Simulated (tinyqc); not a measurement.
Ways to reach the isolated limit: finite-size error of a charged defect in a periodic cell: Madelung and Makov-Payne terms. Computed by tinyqc, a small Python program. Command: `OMP_NUM_THREADS=1 python tinyqc.py 3029722 3029723 out.jsonl imagecharge walk`. One thread of a shared host (Intel(R) Xeon(R) Processor @ 2.30GHz), about 0.04 s of CPU time with the checks.

L is the cube root of the cell volume. The defect charge is a Gaussian, rho(r) = q (2 pi sigma^2)^(-3/2) exp(-r^2/2 sigma^2), repeated periodically in a uniform neutralising background and screened by a continuum. The model cell energy is E(L) = E_0 + [periodic - isolated electrostatic energy].

Inputs (values chosen for the exercise, for a model uniaxial host):
```
quantity                                     value      unit
charge q                                        -1         e
cell length L                                 19.8  angstrom
dielectric constant eps_xy                    9.39         -
dielectric constant eps_z                       14         -
axis ratio c/a                                1.07         -
width sigma of the defect charge               1.8  angstrom
formation energy of the isolated defect E_0  4.611        eV
```

Supercell lattice: hexagonal. Screening: uniaxial.

scatter added to the six cells, standing for numerical noise (meV): -32  -0.83  9.6  0.022  -37  -6.9

Constants: e^2/(4 pi eps_0) = 14.39964548 eV angstrom.

Method:
- Cell vectors: (1,0,0), (-1/2,sqrt(3)/2,0), (0,0,c/a), scaled to volume L^3.
- Ewald sum for a unit point charge: scale each Cartesian component of the cell by 1/sqrt(eps_i), giving R', G' and V'; E = [ (1/2) sum erfc(eta R')/R' + (2 pi/V') sum exp(-G'^2/4 eta^2)/G'^2 - eta/sqrt(pi) - pi/(2 V' eta^2) ] e^2/(4 pi eps_0) / sqrt(eps_x eps_y eps_z), over n_i = -6..6, omitting n = (0,0,0), eta = 2/V'^(1/3). alpha = -2 E eps_g L/(e^2/(4 pi eps_0)), eps_g = (eps_x eps_y eps_z)^(1/3).
- Periodic energy of the Gaussian: (2 pi q^2/V) sum_(G != 0) exp(-sigma^2 G^2)/(G.eps.G) x e^2/(4 pi eps_0), n_i = -k..k with k = max(9, L/sigma rounded up). Isolated energy: q^2/(2 sqrt(pi) sigma) <1/(n.eps.n)> e^2/(4 pi eps_0), the mean over directions n (64 Gauss-Legendre points in cos(theta)).
- Cells of the same shape with L scaled by 0.7, 0.85, 1, 1.25, 1.5 and 2; the scatter is added to E(L).
- The point-charge correction scales as 1/L from its value at the input L.
- Least-squares fits of E(L) to a + b/L, a + c/L^3 or a + b/L + c/L^3; the estimate is a, and errors are against E_0.

Scaling data:
```
L (angstrom)  1/L (1/angstrom)  E(L) (eV)  E(L) + point-charge correction (eV)
13.86                0.0721501    4.45087                              4.58925
16.83                0.0594177    4.50192                              4.61588
19.80                0.0505051    4.52724                              4.62410
24.75                0.0404040    4.53532                              4.61281
29.70                0.0336700    4.51046                              4.57504
39.60                0.0252525    4.55610                              4.60454
```

point-charge correction -q^2 E = 0.0968654 eV

nearest image = 20.3092 angstrom

Estimates of E_0:
```
way                              estimate (eV)  error (meV)
largest cell, uncorrected               4.5561      -54.896
largest cell, point-charge term         4.6045       -6.463
1/L fit, three smallest                 4.7095       98.472
1/L fit, all six                        4.5985      -12.519
1/L^3 fit, all six                      4.5475      -63.525
1/L and 1/L^3, three smallest           4.5728      -38.178
1/L and 1/L^3, all six                  4.5342      -76.792
corrected data, 1/L^3 fit               4.6046       -6.422
```

coefficient b of the full fit = 0.44559 eV angstrom

What does the comparison show, and why?

Best here: corrected data, 1/L^3 fit (-6.4 meV); worst: 1/L fit, three smallest (+98 meV). The fitted b is -23.2 % of the Madelung value -q^2 alpha e^2/(8 pi eps_0 eps_g).

Extremes, crossings and ranges named in words are read from the listed rows.
